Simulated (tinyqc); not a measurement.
Inside a calculation. Model: thermal stress, cracking, delamination and buckling of a thin film; Griffith cracks and misfitting inclusions. Computed by tinyqc, a small Python program that keeps every step. Command: `OMP_NUM_THREADS=1 python tinyqc.py 3021599 3021600 out.jsonl filmcrack walk`. One thread of a shared host (Intel(R) Xeon(R) Processor @ 2.30GHz), about 0.01 s of CPU time with the checks. Intermediate numbers are printed to about 5 digits and carried at full precision; extremes and crossings named in words are read from the listed rows.

Isotropic linear elasticity; the substrate is much thicker than the film; stress is positive in tension.

Inputs (values chosen for the exercise, modelled on a copper film on silicon):

| quantity | value | unit |
|---|---|---|
| film Young's modulus E | 121 | GPa |
| film Poisson ratio nu | 0.34 | - |
| film expansion alpha_f | 16.6 | 1e-6/K |
| substrate expansion alpha_s | 3.6 | 1e-6/K |
| deposition temperature T_d | 500 | K |
| final temperature T | 300 | K |
| intrinsic stress | -79 | MPa |
| film thickness h | 0.066 | micrometre |
| film toughness Gamma_f | 3.85 | J/m^2 |
| interface toughness Gamma_i | 2.8 | J/m^2 |
| substrate Young's modulus E_s | 154 | GPa |
| substrate Poisson ratio nu_s | 0.26 | - |
| flaw half length a | 0.59 | micrometre |
| substrate surface energy gamma_s | 1.7 | J/m^2 |
| inclusion radius R | 0.07 | micrometre |

Inclusion: long cylinder (a filled via).

## Stress in the film

Thermal strain = (alpha_f - alpha_s)(T_d - T); stress = E/(1 - nu) x strain + intrinsic stress; plane-strain modulus Ebar = E/(1 - nu^2); G0 = stress^2 h/(2 Ebar) is the energy freed per area when a long strip loses its stress across its width.

thermal strain = 0.0026

film stress = 397.67 MPa

Ebar = 136.82 GPa

G0 = 0.038143 J/m^2

The film ends in tension; the thermal part is 477 MPa.

## Elastic mismatch

Dundurs alpha = (Ebar - Ebar_s)/(Ebar + Ebar_s), with Ebar_s = E_s/(1 - nu_s^2). The channel-crack factor is taken as g = 1.258 (1 - alpha)^(-0.7), a rough interpolation chosen for the exercise (1.258 is the value for matched materials).

Dundurs alpha = -0.093878

factor g = 1.1814

The stiffer substrate holds the crack faces and lowers the driving force.

## Channel cracks and edge delamination

Channel crack through the film: G = pi g G0, critical thickness where G = Gamma_f. Steady delamination from an edge: G = G0, critical thickness where G = Gamma_i.

driving force for channelling = 0.14157 J/m^2

critical thickness for channelling = 1.7949 micrometre

critical thickness for delamination = 4.8449 micrometre

As the film thickens, channel cracking comes first. At h the film is safe against both. Caution: plastic flow makes a ductile metal film far tougher than the brittle value used here.

## Griffith crack in the substrate

Through crack of length 2a in plane strain: K_Ic = sqrt(2 gamma_s E_s/(1 - nu_s^2)); fracture stress = K_Ic/sqrt(pi a). An edge crack of depth a has K larger by 1.1215.

toughness K_Ic = 0.74937 MPa m^0.5

fracture stress, inner crack = 550.42 MPa

fracture stress, edge crack = 490.79 MPa

The inner crack lowers the strength to 3.6 % of the ideal E_s/10.

## A misfitting inclusion

Film material fills a long cylinder of radius R in the substrate, with the misfit e = thermal strain (it wants to shrink if e > 0). With the axial strain held by the substrate, s0 = (1 + nu) e/[(1 + nu)(1 - 2 nu)/E + (1 + nu_s)/E_s]; inside s_rr = s_tt = s0 and s_zz = E e + 2 nu s0; outside s_rr = s0 (R/r)^2, s_tt = -s_rr. Keep-out radius: where |s_rr| falls to 10 MPa (R if it is lower at the wall).

radial stress at the wall s0 = 297.13 MPa

mean stress inside = 370.30 MPa

keep-out radius = 0.38157 micrometre

The stress does not depend on R; its reach scales with R. Hydrostatic tension inside drives voids to form.

## Film, cylinder and sphere at the same misfit

Thermal misfit e alone, mean stress = trace/3 and largest difference of principal stresses inside. Film: E e/(1 - nu) in two directions, 0 in the third. Cylinder: s0 = (1 + nu) e/[(1 + nu)(1 - 2 nu)/E + (1 + nu_s)/E_s] twice and s_zz = E e + 2 nu s0. Sphere: e/[(1 - 2 nu)/E + (1 + nu_s)/(2 E_s)] three times.

Stresses inside (MPa):

| shape | s1 | s2 | s3 | mean | largest difference |
|---|---|---|---|---|---|
| film | 476.67 | 476.67 | 0.00 | 317.78 | 476.67 |
| cylinder | 297.13 | 297.13 | 516.65 | 370.30 | 219.52 |
| sphere | 386.01 | 386.01 | 386.01 | 386.01 | 0.00 |

The mean stress in size is 318 MPa in the film, 370 in the cylinder and 386 in the sphere, while the largest difference, twice the largest shear stress, goes from 477 through 220 to 0. In a ductile solid shear can relax by slip and hydrostatic stress cannot, so a confined metal builds up the triaxial stress that opens voids.

Checks made by the program: fracture stress against the maximum of 4 a gamma - pi a^2 s^2/Ebar (relative difference 6e-09).
